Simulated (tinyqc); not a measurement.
Comparisons within one model: electrons shared among three sets of ellipsoidal valleys. A value that a table varies takes the place of the one given here.

F_j(eta) = (1/Gamma(j + 1)) integral_0^infinity x^j dx/(1 + exp(x - eta)), which tends to exp(eta) for eta << 0.

Sets Gamma, L, X: N_i = M_i times N = 2 (m kB T/(4 pi c))^(3/2) with c = hbar^2/2m0, in 1/angstrom^3; times 1e24 for 1/cm^3, m = (ml mt^2)^(1/3); n = sum_i N_i F_1/2((EF - dE_i)/kT), energies from the edge of the first set; mu_drift = sum of share times mobility.

Constants: hbar^2/2m0 = 3.80998211 eV angstrom^2; kB = 8.617333262e-05 eV/K.

Values chosen for the exercise (masses and offsets near those of InP; mobilities are free inputs, held fixed; shifted at random, so the results belong to these values and not to a real crystal): dE = (0, 0.722, 0.793) eV (edges of Gamma, L, X above the first); M = (1, 4, 3) (valleys in each set); ml = (0.077, 1.727, 1.297) m0 (longitudinal masses of Gamma, L, X); mt = (0.077, 0.1305, 0.2727) m0 (transverse masses); mu = (4200, 480, 270) cm^2/(V s) (mobility of each set); n = 4e+19 1/cm^3 (total electron density); T = 200 K.

## Transfer between valleys with temperature

Offsets, masses and mobilities are held fixed; n is fixed too, so the high values of T stand for hot electrons, not for the lattice.

Populations:
```
T (K)  EF (eV)  share Gamma  share L  share X  mu_drift
77      0.5538       1.0000   0.0000   0.0000      4200
150     0.5536       1.0000   0.0000   0.0000      4200
300     0.5526       0.9993   0.0006   0.0001      4198
450     0.5477       0.9893   0.0088   0.0019      4160
600     0.5339       0.9573   0.0317   0.0110      4039
900     0.4836       0.8424   0.1017   0.0558      3602
1200    0.4160       0.7037   0.1754   0.1210      3072
2000    0.1856       0.3820   0.3245   0.2934      1840
```

The share of Gamma goes from 1.000 to 0.382 and the mean mobility from 4200 to 1840 cm^2/(V s). Gamma holds more than L throughout. Where EF lies more than about 0.2 eV up a light valley, its parabolic form fails. The share of X is at most 0.29.

## Transfer between valleys with doping

Parabolic valleys; band tails and gap narrowing are left out.

Populations:
```
n (1/cm^3)  EF (eV)  share Gamma  share L  share X  mu_drift
1.0e+16     -0.0579       1.0000   0.0000   0.0000      4200
1.0e+17     -0.0164       1.0000   0.0000   0.0000      4200
1.0e+18      0.0412       1.0000   0.0000   0.0000      4200
3.0e+18      0.0959       1.0000   0.0000   0.0000      4200
1.0e+19      0.2187       1.0000   0.0000   0.0000      4200
3.0e+19      0.4567       1.0000   0.0000   0.0000      4200
1.0e+20      0.7641       0.6485   0.3291   0.0224      2888
```

The share of Gamma goes from 1.000 to 0.649 and the mean mobility from 4200 to 2888 cm^2/(V s). Gamma holds more than L throughout. Where EF lies more than about 0.2 eV up a light valley, its parabolic form fails. The share of X is at most 0.022.

## Moving the second set by strain or alloying

The second entry of dE is replaced by the values listed; a negative value puts that set lowest.

Populations:
```
offset (eV)  EF (eV)  share Gamma  share L  share X  mu_drift
-0.100       -0.0504       0.0004   0.9996   0.0000       481
-0.050       -0.0006       0.0054   0.9946   0.0000       500
0.000         0.0484       0.0302   0.9698   0.0000       592
0.025         0.0726       0.0509   0.9491   0.0000       669
0.050         0.0965       0.0757   0.9243   0.0000       762
0.100         0.1440       0.1349   0.8651   0.0000       982
0.150         0.1909       0.2044   0.7956   0.0000      1240
0.200         0.2372       0.2822   0.7178   0.0000      1530
0.300         0.3282       0.4576   0.5424   0.0000      2182
```

The share of Gamma goes from 0.000 to 0.458 and the mean mobility from 481 to 2182 cm^2/(V s). L holds more than Gamma throughout. Where EF lies more than about 0.2 eV up a light valley, its parabolic form fails. The share of X is at most 6.2e-13. With Boltzmann statistics the first two sets are equal at kT ln(N_2/N_1) = 0.0598 eV; the crossing, if any, lies elsewhere because the electrons are degenerate and fill the set with fewer states high above its edge.

## What moves the populations

All else solved anew. Each row changes one parameter from the base and keeps the others.

Results:
```
case                              EF (eV)  share Gamma  share L  share X  mu_drift (cm^2/(V s))
base                               0.5534       1.0000   0.0000   0.0000                   4200
T = 250 K                          0.5531       0.9999   0.0001   0.0000                   4199
n = 1.2e+20 1/cm^3                 0.7795       0.5569   0.4009   0.0422                   2543
dE = (0, 0.5776, 0.793) eV         0.5426       0.9707   0.0293   0.0000                   4091
mt = (0.077, 0.1566, 0.2727) m0    0.5534       1.0000   0.0000   0.0000                   4200
ml = (0.077, 2.0724, 1.297) m0     0.5534       1.0000   0.0000   0.0000                   4200
mu = (5040, 480, 270) cm^2/(V s)   0.5534       1.0000   0.0000   0.0000                   5040
```

The largest shifts from the base row, up to three for each result and ties (the steps differ in size, so this ranks the rows, not the parameters). EF (eV): n +0.2261, dE -0.0109, T -0.0003; unchanged at the printed digits by mt, ml and mu. share Gamma: n -0.4431, dE -0.0293, T -0.0001; unchanged at the printed digits by mt, ml and mu. share L: n +0.4009, dE +0.0293, T +0.0001; unchanged at the printed digits by mt, ml and mu. share X: n +0.0422; unchanged at the printed digits by T, dE, mt, ml and mu. mu_drift (cm^2/(V s)): n -1657, mu +840, dE -109; unchanged at the printed digits by mt and ml.

Computed by tinyqc, a small Python program: `OMP_NUM_THREADS=1 python tinyqc.py 1652223 1652224 out.jsonl` (the numbers bound the seed that draws the inputs); one thread of a shared host (Intel(R) Xeon(R) Processor @ 2.30GHz), about 0.01 s for the whole set of steps.
